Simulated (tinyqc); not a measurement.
Density of states of one tight-binding band of a chain: one step. Energies on the mesh.

E(k) = -2 t cos(2 pi k) - 2 t2 cos(4 pi k); k in fractions of the reciprocal vectors, mesh k_i = j/N with j = 0 .. N-1. Densities are per cell and per spin, so the band holds one state.

Values chosen for the exercise:

| symbol | value | unit | meaning |
|---|---|---|---|
| t | 2.43 | eV | nearest hopping |
| t2 | 0.34 | eV | second hopping |
| N | 10 |  | mesh points along each axis |

Problem. Evaluate the band at all 10 points and collect equal values.

Give: Distinct energies.

Solution.

Distinct energies:

| E_k (eV) | points |
|---|---|
| -5.5400 | 1 |
| -4.1420 | 2 |
| -0.9517 | 2 |
| 2.0520 | 2 |
| 3.7217 | 2 |
| 4.1800 | 1 |

The 10 points give 6 distinct energies between -5.5400 and 4.1800 eV; a dense mesh gives a band from -5.540 to 4.180 eV.

(tinyqc, `OMP_NUM_THREADS=1 python tinyqc.py 1681886 1681887 out.jsonl`, Intel(R) Xeon(R) Processor @ 2.30GHz, 1 thread, shared host, about 0.01 s.)
